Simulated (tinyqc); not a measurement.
Trap in a gate oxide as a short-range spherical well: sweeps and comparisons. A value that a table varies takes the place of the one given here.

A spherical well of radius R and depth V0 below the conduction edge, one mass m, c = hbar^2/2m0. The s level at binding Et solves k cot(k R) = -kappa with k = sqrt(m (V0 - Et)/c), kappa = sqrt(m Et/c); it exists for V0 > Vc = c (pi/2R)^2/m. Outside, psi falls as exp(-kappa r)/r.

Lucovsky model (delta well, plane-wave final states, no local-field factor): sigma = (32 pi alpha c/(3 n_r m Et)) (x - 1)^(3/2)/x^3, x = h nu/Et, c = hbar^2/2m0; 1 angstrom^2 = 1e-16 cm^2.

Energies from the conduction edge of the channel. The trap level at depth x is E_T = dEc - Et - e Fox x (1 MV/cm = 0.01 eV/angstrom). An electron at the channel edge tunnels with the WKB exponent S = (4/3) sqrt(m/c) [dEc^(3/2) - (dEc - e Fox x)^(3/2)]/(e Fox), c = hbar^2/2m0; tau = t0 exp(S); the occupation is f = 1/(1 + exp((E_T - EF)/kB T)), tau_c = tau/f and tau_e = tau/(1 - f). Lattice relaxation is left out; a level below the channel edge needs phonons as well, so tau is then a lower bound, while a level above it can also empty elastically at its own energy, through a thinner barrier, faster than this tau.

Constants: hbar^2/2m0 = 3.80998211 eV angstrom^2; fine-structure constant alpha = 0.007297352564; kB = 8.617333262e-05 eV/K.

Inputs chosen for the exercise (near those of Al2O3 on GaAs; not measured data):
```
symbol  value                                             unit       meaning
R       3.9                                               angstrom   radius of the well
m       0.315                                             m0         mass
fV      (1.06, 1.13, 1.25, 1.49, 2.32, 2.95, 5.65)                   V0/Vc
n_r     1.75                                                         refractive index
xs      (1.12, 1.22, 1.42, 1.84, 2.25, 2.88, 4.01, 8.64)             photon energies h nu/Et
dEc     1.94                                              eV         conduction offset to the channel
Fox     1.3                                               MV/cm      oxide field, lowering levels away from the channel
t0      21                                                x 1e-11 s  time constant at the interface
T       200                                               K          temperature
EF      0.08                                              eV         Fermi level above the channel edge
ds      (3, 6, 9, 12, 15, 18)                             angstrom   depths
V0      4.97                                              eV         depth of the well
x       12                                                angstrom   depth of the trap
```

## From threshold to a deep level

Et against the depth at fixed R; near threshold Et = (pi^2/16)(V0 - Vc)^2/Vc.

Results:
```
V0/Vc  V0 (eV)   Et (eV)  threshold form (eV)  1/kappa (angstrom)  share outside
1.06     2.080  0.004174             0.004357                53.8          0.931
1.13     2.217   0.01869              0.02045                25.4          0.860
1.25     2.453   0.06406              0.07565                13.7          0.759
1.49     2.924    0.2151               0.2906                 7.5          0.609
2.32     4.552     1.098                2.109                 3.3          0.349
2.95     5.788     1.965                4.602                 2.5          0.257
5.65    11.086     6.382                26.17                 1.4          0.111
```

How do the results move?

The threshold form holds to 10 % up to V0/Vc = 1.13 of those listed. There the state is mostly outside the well (93 % in the first row) and knows only Et, which is why a delta-well model works; more than half is inside from V0/Vc = 2.32 on. A second s level would need V0/Vc > 9.

## Neutral against charged centre

Et = 1.37798 eV

Lucovsky cross-section, its shape relative to the peak, and the shape of a hydrogen-like centre relative to threshold: x^-4 exp(4 - 4 atan(e)/e)/(1 - exp(-2 pi/e)), e = sqrt(x - 1).

Results:
```
x     h nu (eV)  sigma (1e-18 cm^2)  relative to peak  hydrogen-like
1.12      1.543                3.63             0.237          0.738
1.22      1.681                6.97             0.455          0.585
1.42      1.957                11.7             0.760          0.386
1.84      2.535                15.2             0.989          0.187
2.25      3.100                15.0             0.982          0.105
2.88      3.969                13.2             0.863          0.052
4.01      5.526                9.93             0.648          0.019
8.64     11.906                4.02             0.262          0.002
```

What does this show?

The short-range centre starts from zero, reaches half its peak at x = 1.24 and peaks at x = 2; in the last row it still has 26 % of the peak. The Coulomb centre is largest at threshold and is down to 0.2 % there. Reading the peak as the threshold would misplace the level by a factor 2, here 1.38 eV. Rows above the gap, about 6.5 eV, are hidden by band-to-band absorption.

## Depth of the trap

Each depth has its own level and time; the corner frequency is 1/(2 pi tau).

Results:
```
x (angstrom)  E_T (eV)      S  tau (s)  corner (Hz)      f
3                0.523   2.39  2.3e-09      6.9e+07  0.000
6                0.484   4.76  2.4e-08      6.5e+06  0.000
9                0.445   7.10  2.5e-07      6.3e+05  0.000
12               0.406   9.42  2.6e-06      6.2e+04  0.000
15               0.367  11.71  2.6e-05      6.2e+03  0.000
18               0.328  13.97  0.00025      6.5e+02  0.000
```

What can be read from the table?

tau spans 5.0 decades, one decade for each 2.92 angstrom at the start and 3.05 at the end, where the field has thinned the barrier. Traps spread evenly in depth are thus spread nearly evenly in ln tau; if levels near EF exist at every depth, this sums to 1/f noise and to charging that grows as ln t. With the single Et of this table only depths where f is neither 0 nor 1 contribute. The level stays above EF at all these depths.

## What each parameter does

Et from the well, then the level and the time. Each row changes one parameter from the base and keeps the others.

Results:
```
case             Et (eV)  E_T (eV)  log10 tau (s)  ln(tau_c/tau_e)
base               1.378     0.406          -5.59             18.9
x = 14 angstrom    1.378     0.380          -4.92             17.4
Fox = 2.3 MV/cm    1.378     0.286          -5.66             12.0
dEc = 1.78 eV      1.378     0.246          -5.77              9.6
m = 0.347 m0       1.575     0.209          -5.39              7.5
V0 = 5.22 eV       1.552     0.232          -5.59              8.8
T = 250 K          1.378     0.406          -5.59             15.1
EF = 0.13 eV       1.378     0.406          -5.59             16.0
```

What does this show?

The largest shifts from the base row, up to three for each result and ties (the steps differ in size, so this ranks the rows, not the parameters). Et (eV): m +0.197, V0 +0.174; unchanged at the printed digits by x, Fox, dEc, T and EF. E_T (eV): m -0.197, V0 -0.174, dEc -0.160; unchanged at the printed digits by T and EF. log10 tau (s): x +0.66, m +0.20, dEc -0.18; unchanged at the printed digits by V0, T and EF. ln(tau_c/tau_e): m -11.4, V0 -10.1, dEc -9.3.

Computed by tinyqc, a small Python program: `OMP_NUM_THREADS=1 python tinyqc.py 1251476 1251477 out.jsonl` (the numbers bound the seed that draws the inputs); one thread of a shared host (Intel(R) Xeon(R) Processor @ 2.30GHz), about 0.01 s for the whole set of steps.
